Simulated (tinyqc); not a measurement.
Born-von Karman spring model of a cubic crystal with one atom per cell: one step, computed by the program tinyqc.

First neighbours lie at a/2 (1,1,1) (8 of them), second at a (1,0,0) (6), with all permutations and signs; the volume per atom is Omega = a^3/2.

Task: Debye temperature from the elastic constants. Christoffel matrix G_xx = C11 n_x^2 + C44 (1 - n_x^2), G_xy = (C12 + C44) n_x n_y, with eigenvalues rho v^2; v_m^-3 is the mean of v^-3 over three branches and all directions (12 Gauss-Legendre points in cos(theta) times 24 angles phi = (j + 1/2) pi/12); q_D = (6 pi^2/Omega)^(1/3); Theta = hbar v_m q_D/k_B.

Inputs (values chosen for the exercise, for a model crystal): lattice constant a = 3.99 angstrom.

Lattice: bcc.

C12 = 96.15737 GPa

C44 = 110.6131 GPa

C11 = 265.4500 GPa

density rho = 2337.050 kg/m^3

Constants: hbar = 1.054571817e-34 J s; k_B = 1.380649e-23 J/K.

Give: mean velocity v_m; Debye wave number q_D; elastic Debye temperature.

Result:

mean velocity v_m = 7214.0 m/s

Debye wave number q_D = 1.2308 1/angstrom

elastic Debye temperature = 678.20 K
